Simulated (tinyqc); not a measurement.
Worked calculation: Hubbard ring of 3 sites. One step of it, computed by the program tinyqc.

Question. The many-body Hamiltonian. Basis: all placements (u, d, 2, 0 on each site), up operators ordered before down ones; hops carry the sign of the same-spin electrons passed.

one-body matrix (hopping and site energies) (eV), lower triangle:
```
           1          2         3
1  -0.860000
2  -1.720000  -0.850000
3  -1.720000  -1.720000  0.120000
```

U = 2.700000 eV

electrons, up and down: 1  1

Give: H.

Answer.

H (eV), lower triangle:
```
         200      ud0      u0d      du0      020      0ud      d0u      0du
200   0.9800
ud0  -1.7200  -1.7100
u0d  -1.7200  -1.7200  -0.7400
du0  -1.7200   0.0000   0.0000  -1.7100
020   0.0000  -1.7200   0.0000  -1.7200   1.0000
0ud   0.0000   0.0000  -1.7200  -1.7200  -1.7200  -0.7300
d0u  -1.7200   0.0000   0.0000  -1.7200   0.0000   0.0000  -0.7400
0du   0.0000  -1.7200   0.0000   0.0000  -1.7200   0.0000  -1.7200  -0.7300
002   0.0000   0.0000  -1.7200   0.0000   0.0000  -1.7200  -1.7200  -1.7200

        002
002  2.9400
```
